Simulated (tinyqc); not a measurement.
Worked calculation: RHF in the 3-21g basis, for H2, spin multiplicity 1. One step of it, computed by the program tinyqc.

Problem. Iteration 4: DIIS coefficients. Solve [B -1; -1 0][c; lambda] = [0; -1] for the coefficients, which sum to one.

B (overlaps of the stored error matrices):
```
[[7.4872044e-02, 5.5863370e-02, 3.9111918e-02],
 [5.5863370e-02, 4.1680658e-02, 2.9182101e-02],
 [3.9111918e-02, 2.9182101e-02, 2.0431420e-02]]
```

Give: DIIS coefficients.

Solution.

DIIS coefficients: [-1.2810, 0.3999, 1.8812]
